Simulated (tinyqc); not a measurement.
# Well width from the intersubband spacing

Question. In an empty well of width L and depth Vb, level k solves kw L/2 = (k - 1) pi/2 + arctan(sqrt((mw/mb)(Vb - E)/E)) with kw = sqrt(mw E/C), C = hbar^2/(2 m0). Find L, E1 and E2 from the spacing.

Inputs (values chosen for the exercise); material values those of a made-up well:
- mw = 0.0349 m0 (mass along z in the well)
- mb = 0.0937 m0 (mass along z in the barriers)
- Vb = 0.437 eV (barrier height)

Constants: q = 1.602176634e-19 C, hbar = 1.054571817e-34 J s, m0 = 9.1093837015e-31 kg, hbar^2/(2 m0) = 0.0380998212 eV nm^2. Results are converted to the units shown.

E2 - E1 = 156.55107 meV

Solution. Both levels are solved for trial widths until their difference matches. A second level is bound only for L above 4.97 nm, and over that range one width gives this spacing.

L = 9.900 nm
E1 = 48.67 meV
E2 = 205.2 meV

tinyqc, about 0.1 s, one thread, Intel Xeon 2.30GHz (shared host): `OMP_NUM_THREADS=1 python tinyqc.py 2140101 2140102 out.jsonl`
